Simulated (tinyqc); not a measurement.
Inside a calculation: round or elliptic silicon nanowire with anisotropic valleys (Ritz method). Values are carried at full precision from step to step, so a last printed digit may differ when a step is redone from the rounded ones.

Wire along x = [110] on a (001) wafer, y = [-110], z = [001]. Valley groups (w = inverse masses): A, two valleys along z: w_y = 1/mt, w_z = 1/ml, m_x = mt; B, four valleys in the wafer plane: w_y = (1/ml + 1/mt)/2, w_z = 1/mt, m_x = (ml + mt)/2.

Constants: hbar^2/2m0 = 3.80998211 eV angstrom^2; kB = 8.617333262e-05 eV/K.

Parameters, chosen for this exercise (near those of a Si nanowire; not measured data): ml = 0.929 m0 (longitudinal mass); mt = 0.192 m0 (transverse mass); a = 31 angstrom (semi-axis along y); b = 14 angstrom (semi-axis along z); group = B (valley group worked out); T = 300 K (temperature).

## Stretching the ellipse

Scaling y by 1/sqrt(w_y) and z by 1/sqrt(w_z) makes the mass 1 and the semi-axes A = a/sqrt(w_y), B = b/sqrt(w_z). List them with the one-function estimate 3c (1/A^2 + 1/B^2) and the slender limit c (pi/2s)^2 (1 + 2s/(pi l)), s and l the smaller and larger of A, B; c = hbar^2/2m0.

Groups:
```
group  g      A      B  axis ratio  one function (eV)  slender limit (eV)
A      2  13.58  13.49       1.007             0.1247              0.0843
B      4  17.49   6.13       2.851             0.3411              0.3056
```

The one-function value suits axis ratios near 1 and the slender limit ratios well above 2.

## Matrices of three even functions

Hard wall on the ellipse (y/a)^2 + (z/b)^2 = 1, c = hbar^2/2m0. With u = y/a, v = z/b the operator is -c [(w_y/a^2) d2/du2 + (w_z/b^2) d2/dv2] on the unit disc. Basis (1 - u^2 - v^2) u^i v^j; S, X and Y are the disc integrals of f f', (df/du)(df'/du) and (df/dv)(df'/dv), from the integral of u^p v^q = 2 Gamma((p+1)/2) Gamma((q+1)/2)/((p + q + 2) Gamma((p+q+2)/2)) for even p, q; H = c (w_y X/a^2 + w_z Y/b^2).

Basis 1, u^2, v^2 times (1 - u^2 - v^2); form S and H for the chosen group.

S, lower triangle:
```
            1       u^2       v^2
1    1.047198
u^2  0.130900  0.039270
v^2  0.130900  0.013090  0.039270
```

H (meV), lower triangle:
```
            1      u^2      v^2
1    357.2036
u^2   59.5339  28.8484
v^2   59.5339   7.4417  75.3360
```

## Lowest level in this basis

Solve H p = E S p for the wire level; give E, the ratios p2/p1 and p3/p1, and H11/S11.

E = 319.7 meV

ratios: -1.04  -0.23

one function = 341.1 meV

The two added functions lower the level by 21.4 meV (6.3 %), mostly by narrowing the state along u, the direction in which the stretched ellipse is long.

## Subbands

Converged values use 21 functions of each parity class (e or o in u, then in v).

The nine lowest levels of all groups and parity classes.

Subbands:
```
group, parity  g  m_x (m0)  E (eV)
A ee           2    0.1920  0.1202
A oe           2    0.1920  0.3042
A eo           2    0.1920  0.3062
B ee           4    0.5605  0.3190
B oe           4    0.5605  0.4806
A ee           2    0.1920  0.5482
A oo           2    0.1920  0.5482
A ee           2    0.1920  0.6335
B ee           4    0.5605  0.6908
```

At 300 K and without degeneracy the populations go as g sqrt(m_x) exp(-E/kB T): among these nine the lowest level holds 100 % and the light transport mass mt 100 % of the electrons. Levels above about 0.3 eV lie beyond parabolic valleys and hard walls.

## Checks

- Circle of radius a with both masses mt against c (2.404826/R)^2/m, eV: both 0.1194.

Run: tinyqc, `OMP_NUM_THREADS=1 python tinyqc.py 1281587 1281588 out.jsonl`; Intel(R) Xeon(R) Processor @ 2.30GHz, one thread, shared host; about 0.03 s of CPU time with all checks.
